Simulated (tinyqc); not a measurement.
Free and nearly free electrons in a metal: sweeps and comparisons. A value that a table varies takes the place of the one given here.

The cubic cell holds 4 atoms: n = 4 z/a^3, kF = (3 pi^2 n)^(1/3), EF = c kF^2/m, vF = 2 c kF/(m hbar), c = hbar^2/2m0; rs = (3/(4 pi n))^(1/3)/a0; D(EF) = 3 n/(2 EF).

Square wire of width w with grain size w: rho/rho0 = 1/(1 - 3 al/2 + 3 al^2 - 3 al^3 ln(1 + 1/al)) + (3/4) (1 - p) l/w, with al = (l/w) Rg/(1 - Rg) (Mayadas-Shatzkes plus the thick-wire form of Fuchs-Sondheimer); l = hbar kF/(n e^2 rho), e = 1.602176634e-19 C.

Constants: hbar^2/2m0 = 3.80998211 eV angstrom^2; hbar = 6.58211957e-16 eV s; a0 (Bohr radius) = 0.5291772105 angstrom.

Values chosen for the exercise (near those of Ca; not measured data):
```
symbol  value  unit          meaning
a       5.527  angstrom      fcc lattice constant
z       2                    free electrons an atom
m       1.02   m0            mass
rho     3.53   micro-ohm cm  bulk resistivity
p       0                    specularity of the surfaces
Rg      0.16                 reflection at grain boundaries
w       30     nm            wire width
```

## Resistivity of narrow wires

Wires:
```
w (nm)     al  grain term (factor - 1)  surface term  rho (micro-ohm cm)
200     0.026                    0.039         0.103                4.03
100     0.052                    0.077         0.206                4.53
50      0.105                    0.153         0.412                5.52
30      0.175                    0.251         0.687                6.84
20      0.262                    0.373         1.031                8.49
14      0.374                    0.528         1.473               10.59
10      0.524                    0.733         2.062               13.40
7       0.748                    1.038         2.946               17.59
```

l = 27.50 nm

How do the results move?

At 7 nm the resistivity is 4.98 times the bulk value; surfaces add more (1.04 from grains, 2.95 from surfaces). It passes twice the bulk value between 30 and 20 nm. The surface formula is meant for w above l = 27 nm, so the rows below that are rough.

## What sets the wire resistivity

All results formed anew. Each row changes one parameter from the base and keeps the others.

Results:
```
case                      EF (eV)  l (nm)  wire rho (micro-ohm cm)
base                        4.681   27.50                    6.844
a = 5.693 angstrom          4.412   29.17                    7.045
m = 1.224 m0                3.901   27.50                    6.844
rho = 4.236 micro-ohm cm    4.681   22.91                    7.554
p = 0.3                     4.681   27.50                    6.116
Rg = 0.112                  4.681   27.50                    6.549
w = 21 nm                   4.681   27.50                    8.253
```

What can be read from the table?

The largest shifts from the base row, up to three for each result and ties (the steps differ in size, so this ranks the rows, not the parameters). EF (eV): m -0.780, a -0.269; unchanged at the printed digits by rho, p, Rg and w. l (nm): rho -4.58, a +1.68; unchanged at the printed digits by m, p, Rg and w. wire rho (micro-ohm cm): w +1.409, p -0.728, rho +0.710; unchanged at the printed digits by m. The mass drops out of l at given rho, because vF falls and tau rises by the same factor.

Program tinyqc; command `OMP_NUM_THREADS=1 python tinyqc.py 1652212 1652213 out.jsonl`; about 0.01 s on one thread of a shared Intel(R) Xeon(R) Processor @ 2.30GHz.
